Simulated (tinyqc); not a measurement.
Q-state Potts model on a small periodic square lattice: enumeration, Metropolis, heat-bath and Wolff steps: one step, computed by the program tinyqc. Command: `OMP_NUM_THREADS=1 python tinyqc.py 3111780 3111781 out.jsonl potts walk`. One thread of a shared host (Intel(R) Xeon(R) Processor @ 2.30GHz), about 0.04 s of CPU time with the checks.

E = -J x (number of nearest-neighbour bonds with equal states); n x n sites with periodic edges have 2 n^2 bonds. Order parameter m = (q f - 1)/(q - 1), f being the largest share of one state. Sites are numbered row by row from 0. Here q = 3 and n = 3.

Task: Eight single-site steps. Site = floor(r1 n^2). Trial state = (old + 1 + floor(r2 (q - 1))) mod q; it is accepted if r3 < min(1, exp(K db)), db the change in equal bonds.

Inputs (values chosen for the exercise, for a model of domains or grain orientations): temperature T = 320 K.

Update: Metropolis.

start states:
$$\begin{pmatrix}
0 & 1 & 2 \\
0 & 1 & 0 \\
0 & 0 & 0
\end{pmatrix}$$

random numbers, one row a step:
$$\begin{pmatrix}
0.9266 & 0.7676 & 0.6570 \\
0.4235 & 0.3980 & 0.7418 \\
0.5544 & 0.8891 & 0.3857 \\
0.7667 & 0.4743 & 0.6033 \\
0.4511 & 0.5127 & 0.9630 \\
0.6800 & 0.2528 & 0.7927 \\
0.4909 & 0.2580 & 0.5427 \\
0.6740 & 0.5802 & 0.1315
\end{pmatrix}$$

K = 0.6527541

Give: the table «Steps» with the columns old, trial, db, acceptance, new; states afterwards.

Result:

Steps:
```
site  old  trial  db  acceptance  new
8       0      2  -2      0.2710    0
3       0      1  -2      0.2710    0
4       1      0   2      1.0000    0
6       0      1  -4      0.0735    0
4       0      2  -3      0.1411    0
6       0      1  -4      0.0735    0
4       0      1  -2      0.2710    0
6       0      2  -4      0.0735    0
```

states afterwards:
$$\begin{pmatrix}
0 & 1 & 2 \\
0 & 0 & 0 \\
0 & 0 & 0
\end{pmatrix}$$
